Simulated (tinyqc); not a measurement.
What each change does: short-period [001] superlattice in sp3s* tight binding.

Planes alternate anion, cation along [001], a/4 apart; at zero in-plane momentum s, pz, s* form one block. All levels of A are shifted so that its Ev (lower root of [[Epa, Vxx], [Vxx, Epc]]) is 0, and those of B so that its Ev is -dEv. A monolayer is an anion plane and the cation plane above it; an anion between unlike cations takes the mean of the two anion levels; each bond takes the couplings of its cation. Block from an anion to the cation above: U with Vss/2 (s,s), Vsapc/2 (s,z), -Vscpa/2 (z,s), Vxx/2 (z,z), Vxapc/2 (s*,z), -Vpaxc/2 (z,s*); to the cation below: the same with the s-z and s*-z signs reversed. The cell of n + m monolayers is closed with the phase exp(2 pi i q). No spin-orbit coupling. In this block 2 (n + m) levels are filled.

For the two lowest empty levels at q = 0: energy, share of the cation weight on A, and Gamma character, the share of the cation amplitudes with Fourier index |j|/(n + m) < 1/4 along the stack (near 1: Gamma-like, near 0: folded from X).

Values chosen for the exercise (A near a published set for GaAs, B for AlAs; the results hold for these values, not for the real material):

| symbol | value | unit | meaning |
|---|---|---|---|
| pA | (-8.349, 1.043, -2.654, 3.659, 8.59, 6.747, -6.443, 1.95, 5.088, 4.483, 5.8, 4.844, 4.812) | eV | order Esa, Epa, Esc, Epc, Exa, Exc, Vss, Vxx, Vxy, Vsapc, Vscpa, Vxapc, Vpaxc |
| pB | (-7.535, 0.982, -1.164, 3.579, 7.483, 6.724, -6.646, 1.881, 4.283, 5.121, 5.505, 4.523, 5.004) | eV | the same for B |
| dEv | 0.44 | eV | valence offset: Ev(B) lies this far below Ev(A) |
| n2 | 5 |  | monolayers of A |
| m2 | 5 |  | monolayers of B |

A cell with n = n2 and m = m2.

Results for these values:

| case | E1 (eV) | A share 1 | Gamma 1 | E2 (eV) | A share 2 | Gamma 2 |
|---|---|---|---|---|---|---|
| base | 1.8510 | 0.86 | 0.97 | 1.8735 | 0.05 | 0.00 |

What happens to each result for dEv = 0.54 eV, all else kept?

Answer: E1 falls from 1.8510 to 1.7782; A share 1 falls from 0.86 to 0.03; Gamma 1 falls from 0.97 to 0.00; E2 falls from 1.8735 to 1.8320; A share 2 rises from 0.05 to 0.81; Gamma 2 rises from 0.00 to 0.91.

The same for each parameter in turn:

| case | E1 (eV) | A share 1 | Gamma 1 | E2 (eV) | A share 2 | Gamma 2 |
|---|---|---|---|---|---|---|
| base | 1.8510 | 0.86 | 0.97 | 1.8735 | 0.05 | 0.00 |
| n2 = 7 | 1.7657 | 0.91 | 0.99 | 1.8729 | 0.05 | 0.00 |
| m2 = 7 | 1.8565 | 0.01 | 0.00 | 1.8635 | 0.72 | 0.75 |
| dEv = 0.54 eV | 1.7782 | 0.03 | 0.00 | 1.8320 | 0.81 | 0.91 |

(tinyqc, `OMP_NUM_THREADS=1 python tinyqc.py 1482735 1482736 out.jsonl`, Intel(R) Xeon(R) Processor @ 2.30GHz, 1 thread, shared host, about 0.3 s.)
